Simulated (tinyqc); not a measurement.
What moves the results: valley splitting of a silicon quantum well in envelope theory. A value that a table varies takes the place of the one given here.

The well lies at 0 < z < L; U(z) = V0 [1/(1 + exp(z/w)) + 1/(1 + exp((L - z)/w))] - e F z, 1 mV/nm = 1e-4 eV/angstrom. The envelope psi solves -(c/ml) psi'' + U psi = E psi, c = hbar^2/2m0, by three-point differences on a grid of 0.1 angstrom from -40 to L + 40 angstrom. The two valleys at +/- k0 couple through D = C0 times the integral of exp(-i q z) U(z) psi^2, q = 2 k0 (2 pi/a), and split by Ev = 2|D|.

Random alloy: with Y(z) = Yw + (Yb - Yw) B(z), B the bracket in U, and in-plane density exp(-r^2/ad^2)/(pi ad^2), D gains a random complex part of variance sigma^2 = (C0^2/pi)(a^2 V0/(8 ad (Yb - Yw)))^2 (4/a) times the integral of psi^4 Y (1 - Y). Alone it gives a mean splitting sqrt(pi) sigma; together with the smooth part the rms splitting is 2 sqrt(|D|^2 + sigma^2).

Constants: hbar^2/2m0 = 3.80998211 eV angstrom^2.

Inputs chosen for the exercise (near those of a strained Si well in SiGe; shifted at random, so the results belong to these values and not to a real crystal): L = 78 angstrom (well width); V0 = 0.21 eV (conduction offset); ml = 0.908 m0 (mass along z); F = 4.6 mV/nm (field pressing towards the upper interface); k0 = 0.834 2 pi/a (valley position); a = 5.431 angstrom (lattice constant); C0 = 0.268 (Bloch overlap factor); Yb = 0.33 (Ge share of the barrier); Yw = 0 (Ge share of the well); ad = 170 angstrom (dot radius); ws = (0.2, 0.5, 1, 1.5, 1.9, 2.7, 4.2) angstrom (interface widths); Ls = (78, 79.4, 80.7, 82.1, 83.4, 84.8, 86.1, 87.5) angstrom (widths in steps of one atomic layer, a/4, rounded to the grid); F2 = 0 mV/nm (second field, zero or weak); w1 = 0.8 angstrom (interface width for this table); w = 0.4 angstrom (interface width parameter).

## Sharpness of the interface

The smooth part 2|D| and the disorder part against w, beside y/sinh(y) with y = pi q w. The 12 to 88 % width of the step is 4w.

Results:

| w (angstrom) | 4w (angstrom) | 2\|D\| (micro-eV) | y/sinh(y) | sqrt(pi) sigma (micro-eV) |
|---|---|---|---|---|
| 0.2 | 0.8 | 100.99 | 0.79 | 3.9 |
| 0.5 | 2.0 | 38.71 | 0.29 | 4.4 |
| 1.0 | 4.0 | 3.96 | 0.028 | 5.7 |
| 1.5 | 6.0 | 0.30 | 0.0020 | 7.4 |
| 1.9 | 7.6 | 0.03 | 0.00023 | 9.0 |
| 2.7 | 10.8 | 0.00 | 2.5e-06 | 12.4 |
| 4.2 | 16.8 | 0.00 | 4.5e-10 | 19.7 |

How do the results move?

The smooth part needs a Fourier component of U psi^2 at a wavelength of 3.26 angstrom; from the first row to the third it falls by a factor 25.5, while y/sinh(y) falls by 28 (the envelope near the step and the phase between the two interfaces change too). The disorder part goes from 3.9 to 19.7 micro-eV, growing as the electron overlaps more alloy. It takes over between w = 0.5 and 1 angstrom, that is a step 2.0 to 4.0 angstrom wide, with 1.36 angstrom to an atomic layer.

## Adding atomic layers

The smooth splitting Ev = 2|D| with w = w1, at the field F2 and at F.

Results:

| L (angstrom) | q L mod 2 pi | Ev at F2 (micro-eV) | Ev at F (micro-eV) |
|---|---|---|---|
| 78.0 | 6.01 | 5.08 | 10.4 |
| 79.4 | 2.42 | 0.744 | 9.87 |
| 80.7 | 4.93 | 4.88 | 10.3 |
| 82.1 | 1.35 | 1.81 | 9.92 |
| 83.4 | 3.86 | 3.43 | 10.0 |
| 84.8 | 0.28 | 3.47 | 10.0 |
| 86.1 | 2.79 | 1.32 | 9.88 |
| 87.5 | 5.49 | 3.95 | 10.0 |

What does this show, and why?

At F2 the splitting swings between 0.744 and 5.08 micro-eV, a ratio of 6.82, as the two interfaces add with the phase q L, which advances on average by 2.62 rad a layer. At F the ratio is 1.06, where in the first row psi^2 at the upper interface is 32 times that at the lower one: one interface dominates and the interference fades.

## What each parameter does

Orbital spacing, psi^2 at z = L, the smooth splitting and sigma; V0 is held fixed when Yw changes. Each row changes one parameter from the base and keeps the others.

Results:

| case | E2 - E1 (meV) | psi^2(L) (1e-3/angstrom) | 2\|D\| (micro-eV) | sigma (micro-eV) |
|---|---|---|---|---|
| base | 19.98 | 2.194 | 56.39 | 2.4 |
| ad = 210 angstrom | 19.98 | 2.194 | 56.39 | 1.9 |
| Yw = 0.03 | 19.98 | 2.194 | 56.39 | 48.2 |
| L = 84 angstrom | 18.78 | 2.159 | 56.41 | 2.3 |
| V0 = 0.263 eV | 20.25 | 1.744 | 56.60 | 2.3 |
| w = 0.52 angstrom | 20.01 | 2.155 | 35.74 | 2.5 |
| F = 6.9 mV/nm | 23.44 | 3.216 | 83.20 | 3.5 |
| k0 = 0.814 2 pi/a | 19.98 | 2.194 | 59.64 | 2.4 |
| C0 = 0.322 | 19.98 | 2.194 | 67.75 | 2.9 |

What can be read from the table?

The largest shifts from the base row, up to three for each result and ties (the steps differ in size, so this ranks the rows, not the parameters). E2 - E1 (meV): F +3.46, L -1.20, V0 +0.27; unchanged at the printed digits by ad, Yw, k0 and C0. psi^2(L) (1e-3/angstrom): F +1.022, V0 -0.450, w -0.038; unchanged at the printed digits by ad, Yw, k0 and C0. 2|D| (micro-eV): F +26.82, w -20.65, C0 +11.36; unchanged at the printed digits by ad and Yw. sigma (micro-eV): Yw +45.8, F +1.1, C0 +0.5, ad -0.5; unchanged at the printed digits by k0.

Program tinyqc; command `OMP_NUM_THREADS=1 python tinyqc.py 1252316 1252317 out.jsonl`; about 0.1 s on one thread of a shared Intel(R) Xeon(R) Processor @ 2.30GHz.
